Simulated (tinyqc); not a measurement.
FinFET, parasitic resistance, capacitance and delay: one step of the calculation.

Nf fins under one contact; each has gated perimeter p = 2 Hf + Wf and cross-section A = Hf Wf; contact width Wc = Nf pf, stack height Hs = Hf. Contact length Lc = CPP - Lg - 2 Lsp, shared by two neighbouring gates. Source and drain sides are equal. The formulas are first-order estimates, not field solutions.

Problem. Capacitances. With N fins: gate Cg = Cinv p N Lg; per side, plate Cp = ks eps0 [Wc (Hs + Hc) - N A]/Lsp, top fringe Cf = (2/pi) ks eps0 Wc ln(1 + Lg/(2 Lsp)), overlap Co = Cinv p N Lov. Cs = Cp + Cf + Co. An inverter of two such devices driving an equal one has the load CL = 2 (Cg + 2 Cs) + 4 Cs + Cw (its own drains counted twice for the Miller effect).

Inputs (values chosen for the exercise); values close to those of silicon logic devices: number of fins Nf = 3; fin height Hf = 50 nm; fin width Wf = 5 nm; fin pitch pf = 27 nm; gate length Lg = 20 nm; spacer length Lsp = 6 nm; relative permittivity of the spacer ks = 4.5; gate height above the channel stack Hc = 30 nm; gate overlap Lov = 1 nm; inversion capacitance Cinv = 3.2 uF/cm^2; wire load Cw = 0.28 fF.

Constants: eps0 = 8.8541878128e-12 F/m. Results are converted to the units shown.

Find: Cg; Cp; Cf; Co; CL.

Solution.

Cg = 201.60 aF
Cp = 38.051 aF
Cf = 2.0152 aF
Co = 10.080 aF
CL = 1084.4 aF

The channel capacitance gives 37.2 % of CL, the parasitic parts 37.0 % and the wire 25.8 %.

tinyqc, about 0.03 s, one thread, Intel Xeon 2.30GHz (shared host): `OMP_NUM_THREADS=1 python tinyqc.py 2170034 2170035 out.jsonl`
